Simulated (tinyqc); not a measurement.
Composition of the buffer: band edges of strained Si(1-x)Ge(x) on relaxed Si(1-y)Ge(y).

Values are linear in the Ge fraction but for ED(x) = linear - CD x (1 - x) and a(x) = linear - Ca x (1 - x). Energies are on the common scale of Ev.

Coherent growth on a (001) face: e_par = (a(y) - a(x))/a(x), e_perp = -2 (C12/C11) e_par; exx = eyy = e_par, ezz = e_perp, no shear.

A valley with unit axis u lies at Ev + gap + (av + a_valley) tr(e) + Xu (u.e.u - tr(e)/3); the Delta axes are x, y, z and the L axes [111], [1-1-1], [-11-1], [-1-11]. The second-order shift of the Delta valleys under shear is left out; it lowers the pair normal to the sheared plane by tens of meV at a shear of 1 %.

Valence edges: Ev plus the levels of the 6 x 6 matrix of X, Y, Z times spin with -Dso/3 + l exx + m (eyy + ezz) on the diagonal (cyclic), n exy off it, l = av + 2 b, m = av - b, n = sqrt(3) d. Spin-orbit term (Dso/3) L.sigma on X, Y, Z with (L_k)_ij = -i epsilon_kij: <X+|H|Y+> = -i Dso/3, <X+|H|Z-> = Dso/3, <Y+|H|Z-> = -i Dso/3, <Z+|H|X-> = -Dso/3, <Z+|H|Y-> = i Dso/3, <X-|H|Y-> = i Dso/3, and their conjugates; + and - are the spin along z.

Inputs chosen for the exercise (end members near Si and Ge, in this order; the results hold for these values, not for the real material):
- a = (5.43, 5.666) angstrom (lattice constant)
- Dso = (0.044, 0.289) eV (spin-orbit splitting)
- av = (2.48, 1.22) eV (valence hydrostatic potential)
- b = (-2.1, -2.59) eV (tetragonal shear potential)
- d = (-4.8, -5.23) eV (trigonal shear potential)
- C11 = (166.4, 128.7) GPa
- C12 = (63.9, 48.2) GPa
- C44 = (78.8, 67.6) GPa
- Ev = (0, 0.65) eV (top of the unstrained valence band)
- ED = (1.156, 0.93) eV (gap to the Delta valleys)
- EL = (2.031, 0.729) eV (gap to the L valleys)
- aD = (1.75, 1.43) eV (hydrostatic potential of the Delta gap)
- aL = (-2.87, -2.53) eV (hydrostatic potential of the L gap)
- XuD = (8.83, 9.13) eV (uniaxial potential, Delta)
- XuL = (15.8, 15.52) eV (uniaxial potential, L)
- CD = 0.21 eV (bowing of the Delta gap)
- Ca = 0 angstrom (bowing of the lattice constant)
- face = 001 (growth face)
- x = 1 (Ge fraction of the layer)

The layer is kept. dEc = Ec(buffer) - Ec(layer), dEv = Ev(layer) - Ev(buffer); buffer edges Ev(y) and Ev(y) + min(ED, EL). The digit behind Delta or L counts whole valleys.

Results:
```
y     e_par (%)  lowest valleys  gap (eV)  next valleys above (meV)  valence splitting (meV)  dEc (eV)  dEv (eV)
0.45      -2.29          Delta4     0.663                        34                      127    -0.087     0.426
0.53      -1.96          Delta4     0.702                         0                      117    -0.082     0.364
0.61      -1.62              L4     0.707                        34                      105    -0.041     0.302
0.69      -1.29              L4     0.711                        68                       90     0.003     0.240
0.76      -1.00              L4     0.715                        98                       75     0.045     0.186
0.84      -0.67              L4     0.720                       133                       54     0.093     0.124
0.92      -0.33              L4     0.724                       167                       29     0.047     0.062
```

What can be read from this table?

The gap is 0.663 eV in the first row and 0.724 eV in the last. The lowest valleys change: Delta4 to L4 between y = 0.53 and 0.61. Per 0.1 of y the valence offset moves by -78 meV on average; the conduction offset lies between -87 and +93 meV, not monotonically. Both carriers sit on one side for y = 0.69, 0.76, 0.84 and 0.92, and on opposite sides elsewhere. Offsets below about 30 meV are within the spread of parameter sets, so those rows do not settle the type. Strains above 2 % can be kept only in layers of a few nanometres.

Program tinyqc; command `OMP_NUM_THREADS=1 python tinyqc.py 1081542 1081543 out.jsonl`; about 0.01 s on one thread of a shared Intel(R) Xeon(R) Processor @ 2.30GHz.
